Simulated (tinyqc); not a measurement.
Worked calculation: alloy A(1-x)B(x) by interpolation with bowing. Values are carried at full precision from step to step, so a last printed digit may differ when a step is redone from the rounded ones.

Each gap follows E(x) = (1 - x) E_A + x E_B - C x (1 - x); the lattice constant follows Vegard, a(x) = (1 - x) a_A + x a_B.

Constants: hc = 1239.841984 eV nm; kB = 8.617333262e-05 eV/K.

Values chosen for the exercise (A near GaAs, B near GaSb; not measured data): a = (5.656, 6.1) angstrom (lattice constant of A, B); x = 0.07 (fraction of B); Eg = (1.502, 0.81) eV (gap at Gamma to the s-like level of A, B); EgX = (1.998, 1.139) eV (gap to the lowest valley along Gamma-X of A, B); EgL = (1.84, 0.865) eV (gap to L of A, B); C = (1.387, 1.092, 1.205) eV (bowing of the Gamma, X and L gaps); Dso = (0.346, 0.766) eV (spin-orbit splitting of A, B); Ep = (25.6, 26.7) eV (Kane energy of A, B); me = (0.0661, 0.0388) m0 (electron mass at Gamma of A, B); Cs = 0.54 eV (bowing of Dso); md = (0.06, 0.98, 0.49) m0 (density-of-states masses of Gamma, all X and all L valleys); T = 200 K (temperature).

## Gaps and lattice constant at x

Also give the wavelength hc/E of the lowest gap.

a(x) = 5.6871 angstrom

linear parts (eV): Gamma 1.4536, X 1.9379, L 1.7717

bowing terms C x (1 - x) (eV): Gamma 0.0903, X 0.0711, L 0.0784

gaps (eV): Gamma 1.3633, X 1.8668, L 1.6933

wavelength of the lowest gap = 909.5 nm

The lowest valley is Gamma, so the gap is direct; the next, L, lies 330 meV higher.

## Where the valleys cross

The difference of two gaps is a quadratic q2 x^2 + q1 x + q0 with q2 = C_i - C_j, q1 = (E_B - E_A - C)_i - (E_B - E_A - C)_j, q0 = E_A,i - E_A,j; give its roots between 0 and 1 (a dash: none).

Crossings:
```
pair         q2      q1      q0  first root  second root
Gamma-X   0.295  -0.128  -0.496           -            -
Gamma-L   0.182   0.101  -0.338           -            -
X-L      -0.113   0.229   0.158           -            -
```

The lowest valley is Gamma at every x.

## Electron mass of the alloy

Mass at Gamma from the Kane formula 1/m = F + Ep (Eg + 2 Dso/3)/(Eg (Eg + Dso)). F is fixed by the masses of A and B and interpolated linearly, as is Ep; Eg and Dso carry their bowing.

Compare with the linear interpolation of the masses.

F of A, B: -0.8516  -1.8493

Ep, Eg, Dso at x (eV): 25.6770  1.3633  0.3402

m(x) from the Kane formula = 0.0600 m0
m(x) linear = 0.0642 m0

The Kane value lies 6.5 % below the linear one.

## Shares of the electrons in the valleys

Non-degenerate: n_i proportional to md_i^(3/2) exp(-E_i/kT).

md^(3/2): Gamma 0.0147, X 0.9702, L 0.3430

(E - E_min)/kT: Gamma 0.00, X 29.22, L 19.15

shares: Gamma 1.000, X 0.000, L 0.000

Gamma holds most electrons (100.0 %).

Computed by tinyqc, a small Python program: `OMP_NUM_THREADS=1 python tinyqc.py 1081455 1081456 out.jsonl` (the numbers bound the seed that draws the inputs); one thread of a shared host (Intel(R) Xeon(R) Processor @ 2.30GHz), about 0.01 s for the whole set of steps.
